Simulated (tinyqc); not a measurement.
Averaged masses of warped heavy- and light-hole bands: one step. Other forms of the parameters. Five cases, with inputs chosen for the exercise.

Problem. Dresselhaus-Kip-Kittel form E = c [A k^2 -/+ sqrt(B^2 k^4 + C^2 (kx^2 ky^2 + ky^2 kz^2 + kz^2 kx^2))] with A = g1, B = 2 g2, C^2 = 12 (g3^2 - g2^2). Spherical form: mu = (6 g3 + 4 g2)/(5 g1), delta = (g3 - g2)/g1, masses 1/(g1 (1 -/+ mu)). Effective rydberg R* = Ry/(g1 eps^2) and radius a* = a0 g1 eps.

Constants: Ry = 13.60569312 eV; a0 (Bohr radius) = 0.5291772105 angstrom.

Give: A, B, |C|; mu, delta; spherical masses, heavy and light; R*; a*.

Case 1.

Values chosen (near those of InSb; shifted at random, so the results belong to these values and not to a real crystal):
- g1 = 34.64 (Luttinger gamma1)
- g2 = 15.36 (gamma2)
- g3 = 16.58 (gamma3)
- eps = 17.58 (dielectric constant)

Solution.

A, B, |C|: 34.640  30.720  21.624

mu, delta: 0.9291  0.0352

spherical masses, heavy and light (m0): 0.4072  0.0150

R* = 1.27 meV
a* = 322.3 angstrom

delta/mu = 0.04 measures the warping against the spherical splitting.

Case 2.

Values chosen (near those of GaAs; shifted at random, so the results belong to these values and not to a real crystal):
- g1 = 6.91 (Luttinger gamma1)
- g2 = 2.04 (gamma2)
- g3 = 2.92 (gamma3)
- eps = 13.48 (dielectric constant)

Solution.

A, B, |C|: 6.910  4.080  7.237

mu, delta: 0.7433  0.1274

spherical masses, heavy and light (m0): 0.5637  0.0830

R* = 10.84 meV
a* = 49.3 angstrom

delta/mu = 0.17 measures the warping against the spherical splitting.

Case 3.

Values chosen (near those of Si; shifted at random, so the results belong to these values and not to a real crystal):
- g1 = 4.25 (Luttinger gamma1)
- g2 = 0.34 (gamma2)
- g3 = 1.44 (gamma3)
- eps = 11.1 (dielectric constant)

Solution.

A, B, |C|: 4.250  0.680  4.847

mu, delta: 0.4706  0.2588

spherical masses, heavy and light (m0): 0.4444  0.1600

R* = 25.98 meV
a* = 25.0 angstrom

delta/mu = 0.55 measures the warping against the spherical splitting.

Case 4.

Values chosen (near those of GaAs; shifted at random, so the results belong to these values and not to a real crystal):
- g1 = 6.89 (Luttinger gamma1)
- g2 = 2.05 (gamma2)
- g3 = 2.96 (gamma3)
- eps = 13.51 (dielectric constant)

Solution.

A, B, |C|: 6.890  4.100  7.397

mu, delta: 0.7536  0.1321

spherical masses, heavy and light (m0): 0.5889  0.0828

R* = 10.82 meV
a* = 49.3 angstrom

delta/mu = 0.18 measures the warping against the spherical splitting.

Case 5.

Values chosen (near those of Ge; shifted at random, so the results belong to these values and not to a real crystal):
- g1 = 13.45 (Luttinger gamma1)
- g2 = 4.22 (gamma2)
- g3 = 5.68 (gamma3)
- eps = 16.27 (dielectric constant)

Solution.

A, B, |C|: 13.450  8.440  13.170

mu, delta: 0.7578  0.1086

spherical masses, heavy and light (m0): 0.3069  0.0423

R* = 3.82 meV
a* = 115.8 angstrom

delta/mu = 0.14 measures the warping against the spherical splitting.

Computed by tinyqc, one run a case: `OMP_NUM_THREADS=1 python tinyqc.py N N+1 out.jsonl` with N = 1081149, 1081193, 1081295, 1081318, 1081471; one thread of a shared Intel(R) Xeon(R) Processor @ 2.30GHz, about 0.04 s a run at most.
